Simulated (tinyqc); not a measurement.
Charge control and current of a heterostructure field-effect transistor: one step, computed by the program tinyqc.

Two subbands in a triangular well; E_F is counted from the conduction band edge of the channel at the interface.

Task: Threshold and barrier capacitance. Threshold V_T = phi_B - dE_c - sigma d/(eps eps_0) (in volts); C_b = eps eps_0/d.

Inputs (values chosen for the exercise, modelled on AlGaN/GaN):
```
quantity                                  value    unit
permittivity eps (barrier and channel)     9.51       -
barrier thickness d                          26      nm
Schottky barrier phi_B                      1.2      eV
conduction band offset dE_c                0.55      eV
polarisation charge sigma/e             1.9e+13  1/cm^2
```

Charge source: polarisation. Velocity law: smooth.

Constants: e = 1.602176634e-19 C; eps_0 = 8.8541878128e-12 F/m.

Give: threshold voltage V_T; barrier capacitance C_b.

Result:

threshold voltage V_T = -8.7496 V

barrier capacitance C_b = 0.32386 microfarad/cm^2

The device is normally on.
